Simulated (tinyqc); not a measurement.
# n-type polysilicon, carrier trapping at grain boundaries, step by step

Program tinyqc, `OMP_NUM_THREADS=1 python tinyqc.py 2830051 2830052 out.jsonl`; Intel Xeon 2.30GHz, shared host, one thread, about 0.01 s. Printed values are rounded.

One-dimensional grains of size Lg, uniform ionised doping N, monovalent traps Qt at each boundary at a depth Et below (for electrons) or above (for holes) the band edge there, abrupt depletion of width W on each side of a boundary, Boltzmann statistics. xi is the distance from the band edge at the grain centre to the Fermi level. Trapped charge Qt/(1 + exp((xi + VB - Et)/Vt)) = 2 N W, barrier VB = q N W^2/(2 eps0 eps_r).

Parameters, values chosen for the exercise; values of the order met in polycrystalline silicon:
```
symbol,value,unit,meaning
T,300,K,temperature
eps_r,11.7,,relative permittivity
NB,2.8e19,cm^-3,conduction-band density of states at T
Lg,53,nm,grain size
Qt,3.4e12,cm^-2,trap density of a grain boundary
Et,0.32,eV,depth of the trap level from the majority band edge at the boundary
ms,0.57,m0,mass for thermionic emission
fe,0.5,,correction factor of the emission rate
mug,59,cm^2/(V s),mobility inside the grains
N,1.3e18,cm^-3,doping
```

Constants: q = 1.602176634e-19 C, kB = 1.380649e-23 J/K, m0 = 9.1093837015e-31 kg, Vt = kB T/q, eps0 = 8.8541878128e-14 F/cm where lengths are in cm. Results are converted to the units shown.

## Starting value

W = 10 nm.

W at the start = 10 nm

## Iteration 1: new W

Partly depleted grain, xi = Vt ln(NB/N): f = 1/(1 + exp((xi + VB - Et)/Vt)), g = Qt f - 2 N W, g' = -2 Qt f (1 - f) VB/(W Vt) - 2 N, W(new) = W - g/g'.

VB = 0.100528 V
f = 0.995591
g = 7.85010e11 cm^-2
g' = -2.71607e11 cm^-2/nm
W after iteration 1 = 12.8902 nm

## Iteration 2: new W

As before.

VB = 0.167036 V
f = 0.945166
g = -1.37897e11 cm^-2
g' = -4.36653e11 cm^-2/nm
W after iteration 2 = 12.5744 nm

## Iteration 3: new W

As before.

VB = 0.158952 V
f = 0.959292
g = -7.76014e9 cm^-2
g' = -3.89844e11 cm^-2/nm
W after iteration 3 = 12.5545 nm

## Course of the iteration

Stop when the step is below 1e-10 nm, or after 40 iterations.

Course of the iteration:
```
iteration  W before the step (nm)  step (nm)
1                              10       2.89
2                         12.8902     -0.316
3                         12.5744    -0.0199
4                         12.5545   -6.45e-5
5                         12.5545  -6.69e-10
6                         12.5545          0
```

Converged in 6 iterations.

## Depletion width, Fermi level and barrier

If the trap equation with xi = Vt ln(NB/N) has a root W < Lg/2, the grain is partly depleted; otherwise W = Lg/2 and the trap equation gives xi = Et - VB + Vt ln(Qt/(N Lg) - 1). N* = Qt/Lg.

N* = 6.41509e17 cm^-3
W = 12.5545 nm
xi = 0.0793615 V
VB = 0.158448 V
share of traps filled = 0.960047

N is 2.03 N*, and the grain is partly depleted; VB = 6.13 Vt.

## Resistivity and effective mobility

n0 = NB exp(-xi/Vt); mean density n0 (1 - 2 W/Lg) by charge balance in a partly depleted grain, and n0 (sqrt(pi)/2) erf(u)/u with u = sqrt(VB/Vt) in a fully depleted one; v = sqrt(kB T/(2 pi ms m0)); barrier resistivity Vt exp(VB/Vt)/(q fe n0 v Lg); grain resistivity (1 - 2 W/Lg)/(q n0 mug); effective mobility 1/(q mean density total resistivity).

n0 = 1.3e18 cm^-3
mean density = 6.84121e17 cm^-3
v = 3.56312e6 cm/s
barrier resistivity = 6.03346 ohm cm
grain resistivity = 0.0428236 ohm cm
resistivity = 6.07628 ohm cm
effective mobility = 1.50148 cm^2/(V s)

The resistivity is 74.7 times that of a single crystal with the same N and mobility mug, and the mean density is 52.6 % of N.
